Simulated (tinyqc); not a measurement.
Worked calculation: composition and strain of an epitaxial Si(1-x)Ge(x) layer from Raman and X-ray peaks. Computed by tinyqc, a small Python program that keeps every step. Command: `OMP_NUM_THREADS=1 python tinyqc.py 3018538 3018539 out.jsonl epiraman walk`. One thread of a shared host (Intel(R) Xeon(R) Processor @ 2.30GHz), about 0.01 s of CPU time with the checks. Intermediate numbers are printed to about 5 digits and carried at full precision; extremes and crossings named in words are read from the listed rows.

A (001) layer, biaxially strained in the plane. The Raman peaks follow empirical lines omega = w0 + c1 x + c3 x^3 + b eps (c3 for Si-Ge alone), with eps the in-plane strain.

Inputs (values chosen for the exercise, modelled on silicon-germanium):
```
quantity,value,unit
Ge fraction x,0.12,-
degree of relaxation R,0.74,-
lattice constant of Si,5.431,angstrom
lattice constant of Ge,5.658,angstrom
bowing B,0.029,angstrom
2 C12/C11 of Si,0.765,-
2 C12/C11 of Ge,0.759,-
Si-Si: w0,520.6,1/cm
Si-Si: c1,-68.2,1/cm
Si-Si: strain coefficient b,-697,1/cm
Si-Ge: w0,400.3,1/cm
Si-Ge: c1,24.9,1/cm
Si-Ge: c3,-30.9,1/cm
Si-Ge: strain coefficient b,-608,1/cm
Ge-Ge: w0,280.2,1/cm
Ge-Ge: c1,19.3,1/cm
Ge-Ge: strain coefficient b,-437,1/cm
uncertainty of a Raman peak,0.05,1/cm
X-ray wavelength,1.540598,angstrom
```

Substrate: germanium. Pair of peaks used: Si-Si and Si-Ge.

## Lattice constants and strain

Relaxed lattice constant a(x) = a_Si + (a_Ge - a_Si) x - B x (1 - x). In-plane constant a_par = a_sub + R (a(x) - a_sub); eps = a_par/a(x) - 1; eps_perp = -(2 C12/C11) eps with 2 C12/C11 linear in x; a_perp = a(x) (1 + eps_perp).

relaxed constant a(x) = 5.4552 angstrom

substrate constant a_sub = 5.658 angstrom

a_par = 5.5079 angstrom

in-plane strain eps = 9.6667 per mille

strain along the normal = -7.3881 per mille

a_perp = 5.4149 angstrom

The layer is under tension in the plane and is shortened along the normal.

## Raman peaks

Insert x and eps in the three lines; the strain part is b eps.

Si-Si peak = 505.68 1/cm

Si-Ge peak = 397.36 1/cm

Ge-Ge peak = 278.29 1/cm

strain parts (1/cm): Si-Si -6.7377, Si-Ge -5.8774, Ge-Ge -4.2244

Read as unstrained, the Si-Si peak would give x = 0.219 in place of 0.12. Caution: near either end one of the like-atom peaks is weak, since its intensity follows the number of such bonds.

## X-ray (004) reflection

Bragg angle theta = arcsin(2 lambda/a) for (004), for the substrate with a_sub and the layer with a_perp; separation in arc seconds.

theta of the substrate = 32.996 degree

theta of the layer = 34.682 degree

separation, layer less substrate = 6072.2 arcsec

## Back from two peaks to composition and strain

Unknowns x and eps (per mille). Newton steps: J d = (measured - model), J = [d omega/dx, d omega/d eps] for the two peaks; start at x = 0.5, eps = 0; stop when |d| < 1e-9. The peaks are rounded to 0.001 per cm; R = (a(x)(1 + eps) - a_sub)/(a(x) - a_sub).

peaks used (1/cm): Si-Si 505.678, Si-Ge 397.357

Iterations:
```
step,x,eps (per mille),residual 1 (1/cm),residual 2 (1/cm)
0,0.50000,0.000,19.178,-1.1530e+01
1,0.03837,17.655,0.000,6.8376e+00
2,0.11952,9.714,0.000,3.9938e-02
3,0.12000,9.667,0.000,2.5646e-06
4,0.12000,9.667,0.000,0
```

recovered x = 0.12000

recovered eps = 9.6671 per mille

recovered R = 0.74

## Which pair of peaks is best

For each pair invert J = [d omega/dx, d omega/d eps] at the true x. Independent errors of the given size in both peaks give sigma_x and sigma_eps = uncertainty x (norm of the rows of the inverse of J).

Error propagation:
```
pair,det J,sigma_x,sigma_eps (per mille)
Si-Si and Si-Ge,57.890,7.9885e-04,0.062322
Si-Si and Ge-Ge,43.2555,9.5094e-04,0.081930
Si-Ge and Ge-Ge,1.4364,0.026063,1.0603
```

The pair Si-Si and Si-Ge fixes x best (sigma_x = 8.0e-4) and Si-Ge and Ge-Ge worst (0.026), a factor 33. Strain moves all peaks the same way, so a good pair needs different ratios of composition slope to strain coefficient, best of opposite sign; the slopes here are -68.2, 23.6 and 19.3 per cm for Si-Si, Si-Ge and Ge-Ge. Errors in the coefficients themselves are not counted.

## Relaxation at fixed composition

(004) Bragg angle theta = arcsin(2 lambda/a), with a = a_perp for the layer and a_sub for the substrate; separation = layer less substrate. The apparent x is the one that a fully strained layer (R = 0) would need to give the same a_perp.

Signatures:
```
R,eps (per mille),Si-Si (1/cm),Ge-Ge (1/cm),a_perp (angstrom),(004) separation (arcsec),apparent x if R = 0 is assumed
0.00,37.180,486.50,266.27,5.3002,9177.5,0.12000
0.15,31.603,490.39,268.71,5.3234,8534.5,0.18353
0.30,26.026,494.28,271.14,5.3467,7898.6,0.24599
0.50,18.590,499.46,274.39,5.3777,7061.2,0.32769
0.70,11.154,504.64,277.64,5.4087,6235.8,0.40769
0.85,5.577,508.53,280.08,5.4319,5624.5,0.46664
1.00,0.000,512.42,282.52,5.4552,5019.5,0.52473
```

Full relaxation moves the Si-Si peak by +25.91 per cm and shrinks the X-ray separation to 55 % of its strained value, about 1/(1 + 2 C12/C11). A symmetric reflection alone cannot part x from R: a relaxed layer read as strained gives x = 0.525 in place of 0.12. An asymmetric reflection or a second peak is needed.

Checks made by the program: recovered composition (relative difference 2e-06).
